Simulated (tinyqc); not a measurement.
# Schottky barrier on an n-type semiconductor with a doping step, non-linear Poisson equation by Newton steps, step by step

Computed by the program tinyqc: `OMP_NUM_THREADS=1 python tinyqc.py 2020093 2020094 out.jsonl`, one thread of a shared Intel Xeon 2.30GHz, about 0.09 s for the whole run. Printed values are rounded; ~0 in a residual or rate marks an entry under 1e-11 of the largest of its column.

One dimension, metal at x = 0, donor density C(x) = N1 for x < x1 and Nd beyond. Energies are counted from the electron Fermi level of the semiconductor and the conduction-band edge is Ec = -psi, so n = Nc exp(psi/Vt); holes follow the Fermi level of the metal, at -V, so p = Nv exp((V - psi - Eg)/Vt). Ends: psi(0) = V - phiB and psi = Vt ln(Nd/Nc) deep inside. Boltzmann statistics, full ionisation, no current, no image force in the Poisson equation.

Parameters, values chosen for the exercise; band and dielectric values those of a made-up semiconductor:
```
symbol    value   unit                                      meaning
T           300      K                                  temperature
Eg         1.91     eV                                     band gap
eps_r        12                               relative permittivity
Nc      7.16e17  cm^-3       conduction-band density of states at T
Nv      2.17e19  cm^-3          valence-band density of states at T
Nd       3.2e16  cm^-3      donor density deep in the semiconductor
phiB       1.03     eV                               barrier height
V            -2      V  bias of the metal against the semiconductor
x1          150     nm                     depth of the doping step
N1       1.6e15  cm^-3                 donor density above the step
```

Constants: q = 1.602176634e-19 C, kB = 1.380649e-23 J/K, Vt = kB T/q, eps0 = 8.8541878128e-14 F/cm where lengths are in cm. Results are converted to the units shown.

## End potentials, built-in voltage, Debye length

psi_0 = V - phiB, psi_b = Vt ln(Nd/Nc), Vbi = phiB - Vt ln(Nc/Nd), LD = sqrt(eps0 eps_r Vt/(q Nd)), W = sqrt(2 eps0 eps_r (Vbi - V)/(q Nd)), hole density at the metal p_0 = Nv exp((phiB - Eg)/Vt).

psi_0 = -3.03 V
psi_b = -0.08034657 V
Vbi = 0.9496534 V
LD = 23.14632 nm
W for uniform Nd = 349.6514 nm
p_0 = 35736.37 cm^-3

The hole density at the metal is 1.1e-12 times Nd, so holes hardly matter.

## Doping on the mesh

```
node,x (nm)
0,0
1,27
2,57.2
3,91.1
4,129
5,171
6,219
7,272
8,332
9,398
10,473
11,556
12,650
13,754
14,871
```

C = N1 for x < x1 and Nd beyond, taken at the nodes.

```
node,donor density C (cm^-3)
0,1.6e15
1,1.6e15
2,1.6e15
3,1.6e15
4,1.6e15
5,3.2e16
6,3.2e16
7,3.2e16
8,3.2e16
9,3.2e16
10,3.2e16
11,3.2e16
12,3.2e16
13,3.2e16
14,3.2e16
```

## Couplings between neighbouring nodes

a_i = eps0 eps_r/h_i for the interval from node i to i + 1, with h_i = x_(i+1) - x_i in cm.

```
interval,coupling a_i (F/cm^2)
0,3.935195e-7
1,3.518220e-7
2,3.134226e-7
3,2.803437e-7
4,2.529768e-7
5,2.213547e-7
6,2.004722e-7
7,1.770838e-7
8,1.609852e-7
9,1.416670e-7
10,1.280124e-7
11,1.130322e-7
12,1.021637e-7
13,9.081218e-8
```

## Starting potential

The parabola psi_b - (psi_b - psi_0)(1 - x/W)^2 for x < W and psi_b beyond, with psi_0 = V - phiB, psi_b = Vt ln(Nd/Nc), W = sqrt(2 eps0 eps_r (psi_b - psi_0)/(q Nd)).

```
node,psi at the start (V)
0,-3.030000
1,-2.592045
2,-2.143863
3,-1.693198
4,-1.255011
5,-0.850387
6,-0.492187
7,-0.225825
8,-0.087864
9,-0.080347
10,-0.080347
11,-0.080347
12,-0.080347
13,-0.080347
14,-0.080347
```

## Iteration 1: densities, residual and Jacobian diagonal

n_i = Nc exp(psi_i/Vt), p_i = Nv exp((V - psi_i - Eg)/Vt), rho_i = p_i - n_i + C_i, g_i = (n_i + p_i)/Vt. Box widths w_i = (h_(i-1) + h_i)/2 in cm. Residual F_i = a_i (psi_(i+1) - psi_i) - a_(i-1) (psi_i - psi_(i-1)) + q rho_i w_i; Jacobian: a_(i-1) and a_i beside the diagonal, b_i = -a_(i-1) - a_i - q g_i w_i on it. The two end nodes are fixed.

```
node,n (cm^-3),p (cm^-3)
0,8.977457e-34,35736.37
1,2.043935e-26,0.001569628
2,6.912018e-19,4.641506e-11
3,2.573033e-11,1.246862e-18
4,5.910914e-4,5.427616e-26
5,3707.197,8.654023e-33
6,3.859582e9,8.312343e-39
7,1.151374e14,2.786424e-43
8,2.392575e16,1.340906e-45
9,3.2e16,1.002568e-45
10,3.2e16,1.002568e-45
11,3.2e16,1.002568e-45
12,3.2e16,1.002568e-45
13,3.2e16,1.002568e-45
14,3.2e16,1.002568e-45
```

```
node,residual F (C/cm^2),diagonal b (F/cm^2)
1,-1.392996e-8,-7.453415e-7
2,-1.561033e-8,-6.652446e-7
3,-1.748551e-8,-5.937663e-7
4,-1.945811e-8,-5.333205e-7
5,~0,-4.743315e-7
6,-3.122785e-15,-4.218270e-7
7,-1.042259e-10,-3.815876e-7
8,-1.507063e-8,-1.272231e-6
9,-1.210168e-9,-1.700807e-6
10,~0,-1.836406e-6
11,~0,-1.996175e-6
12,~0,-2.178563e-6
13,~0,-2.384410e-6
```

## Iteration 1: Newton step

Solve the tridiagonal system a_(i-1) d_(i-1) + b_i d_i + a_i d_(i+1) = -F_i for nodes 1 to 13, with d = 0 on fixed nodes. Each component d is damped to sign(d) Vt ln(1 + |d|/Vt) before it is added.

```
node,"Newton step d, before damping (V)"
1,-0.1299413
2,-0.2356893
3,-0.3045871
4,-0.3192428
5,-0.2585673
6,-0.1892238
7,-0.1126572
8,-0.0279544
9,-0.0033793
10,-0.0002619
11,-0.0000168
12,-0.0000009
13,0.0000000
```

```
node,psi after iteration 1 (V)
0,-3.030000
1,-2.638479
2,-2.203690
3,-1.759069
4,-1.322005
5,-0.912381
6,-0.546957
7,-0.269219
8,-0.106813
9,-0.083523
10,-0.080607
11,-0.080363
12,-0.080347
13,-0.080347
14,-0.080347
```

## Iteration 2: densities, residual and Jacobian diagonal

As before.

```
node,n (cm^-3),p (cm^-3)
0,8.977457e-34,35736.37
1,3.391661e-27,0.009459132
2,6.832172e-20,4.695750e-10
3,2.013020e-12,1.593733e-17
4,4.428028e-5,7.245250e-25
5,336.9619,9.521008e-32
6,4.639197e8,6.915458e-38
7,2.148978e13,1.492904e-42
8,1.149545e16,2.790858e-45
9,2.830064e16,1.133620e-45
10,3.167911e16,1.012723e-45
11,3.197917e16,1.003221e-45
12,3.199892e16,1.002602e-45
13,3.199995e16,1.002569e-45
14,3.2e16,1.002568e-45
```

```
node,residual F (C/cm^2),diagonal b (F/cm^2)
1,-3.692650e-10,-7.453415e-7
2,-1.279303e-8,-6.652446e-7
3,-1.590540e-8,-5.937663e-7
4,-1.787897e-8,-5.333205e-7
5,3.345630e-10,-4.743315e-7
6,6.814328e-10,-4.218269e-7
7,2.028600e-9,-3.783084e-7
8,-4.313199e-9,-7.869000e-7
9,8.420759e-10,-1.539174e-6
10,2.433588e-11,-1.820696e-6
11,1.480726e-13,-1.995033e-6
12,5.584655e-16,-2.178496e-6
13,1.390360e-18,-2.384407e-6
```

## Iteration 2: Newton step

As before.

```
node,"Newton step d, before damping (V)"
1,-0.0849247
2,-0.1788650
3,-0.2434973
4,-0.2590205
5,-0.2055487
6,-0.1459494
7,-0.0835411
8,-0.0247007
9,-0.0020499
10,-0.0001468
11,-0.0000094
12,-0.0000005
13,0.0000000
```

```
node,psi after iteration 2 (V)
0,-3.030000
1,-2.676097
2,-2.257184
3,-1.819657
4,-1.384041
5,-0.969043
6,-0.595919
7,-0.306512
8,-0.124151
9,-0.085495
10,-0.080754
11,-0.080373
12,-0.080348
13,-0.080347
14,-0.080347
```

## Course of the Newton iteration

Stop when the largest undamped |d| is below 1e-9 V, or after 80 iterations.

Course of the iteration:
```
iteration,largest |F| (C/cm^2),largest |d| (V),at node
1,1.95e-8,0.319,4
2,1.79e-8,0.259,4
3,1.61e-8,0.201,4
4,1.41e-8,0.146,4
5,1.17e-8,0.0970,4
6,8.93e-9,0.0567,4
7,5.70e-9,0.0267,4
8,2.47e-9,8.36e-3,4
9,4.38e-10,1.12e-3,4
10,1.11e-11,2.35e-5,4
11,5.54e-15,1.06e-8,4
12,< 1e-20,< 1e-13,4
```

Converged in 12 iterations. Once the step is below 0.1 Vt, 3 more iteration(s) reach the threshold: near the solution the error is roughly squared each time.

## Converged densities, field and barrier lowering

```
node,converged psi (V)
0,-3.030000
1,-2.724470
2,-2.384813
3,-2.006164
4,-1.586119
5,-1.124682
6,-0.701554
7,-0.363501
8,-0.144376
9,-0.087121
10,-0.080876
11,-0.080381
12,-0.080348
13,-0.080347
14,-0.080347
```

n and p as above; E_i = -(psi_(i+1) - psi_i)/h_i; at the metal |E_0| = |E on interval 0| + q rho_0 (h_0/2)/(eps0 eps_r), rho_0 = p_0 - n_0 + C_0; image-force lowering dphi = sqrt(q |E_0|/(4 pi eps0 eps_r)).

```
node,n (cm^-3),p (cm^-3)
0,8.977457e-34,35736.37
1,1.218511e-28,0.2632901
2,6.191768e-23,5.181423e-7
3,1.421807e-16,2.256436e-13
4,1.619134e-9,1.981439e-20
5,0.09142807,3.509007e-28
6,1.173068e6,2.734893e-35
7,5.602328e11,5.726578e-41
8,2.688451e15,1.193333e-44
9,2.462308e16,1.302931e-45
10,3.135114e16,1.023318e-45
11,3.195784e16,1.003890e-45
12,3.199781e16,1.002637e-45
13,3.199991e16,1.002571e-45
14,3.2e16,1.002568e-45
```

```
interval,field E (kV/cm)
0,-113.1592
1,-112.4692
2,-111.6959
3,-110.8298
4,-109.8659
5,-88.1517
6,-63.7836
7,-36.5208
8,-8.6750
9,-0.8327
10,-0.0597
11,-0.0034
12,-0.0002
13,0.0000
```

|E_0| at the metal = 113.4849 kV/cm
image-force lowering = 36.90238 mV

A mesh of about 1000 nodes or more gives |E_0| = 113.4 kV/cm; the 15-node value is 0.048 % above it.
